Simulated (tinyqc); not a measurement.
Minimum-mode following (dimer method) and harmonic rate on a two-dimensional model surface: one step, computed by the program tinyqc.

V(x, y) = -A (cos kx + cos ky) - B cos kx cos ky + (C sin ky + S sin kx)(1 - cos kx), k = 2 pi/a; the atom hops from the minimum at (0, 0) to that at (a, 0).

Problem. Dimer step 1. Dimer at R with unit axis N = (cos phi, sin phi) and normal T = (-sin phi, cos phi). Gradients g at R +/- delta N and at R +/- delta T give H N and H T by central differences, (g+ - g-)/(2 delta). With C_N = N.H N, C_T = T.H T and b = T.H N, rotate by theta = (1/2) atan2(-2b, C_T - C_N), the angle of least curvature C = (C_N + C_T)/2 - sqrt((C_N - C_T)^2/4 + b^2). Translate along F = -g + 2 (g.N) N if C < 0, else along F = (g.N) N, with the new axis: R(new) = R + eta F, the move limited to 0.2 angstrom.

Inputs (values chosen for the exercise, for a model surface):
```
quantity             value           unit
amplitude A           0.13             eV
amplitude B          -0.02             eV
skew C               0.016             eV
asymmetry S        -0.0081             eV
period a                 3       angstrom
half length delta    0.005       angstrom
step factor eta       0.61  angstrom^2/eV
```

Surface: adatom on a square lattice.

R at the start (angstrom): 1.067949  -0.140976

phi at the start = 25 degrees

Give: C_N, C_T, b; rotation theta; phi after step 1; least curvature C; gradient g; effective force F; R after step 1.

Solution.

C_N, C_T, b (eV/angstrom^2): -0.0191  0.4587  0.3356

rotation theta = -27.28 degrees

phi after step 1 = -2.278 degrees

least curvature C = -0.1921 eV/angstrom^2

gradient g (eV/angstrom): 0.1814  -0.0349

effective force F (eV/angstrom): 0.1836  0.0204

R after step 1 (angstrom): 1.180  -0.129

The curvature is negative, so the force along the axis is inverted.
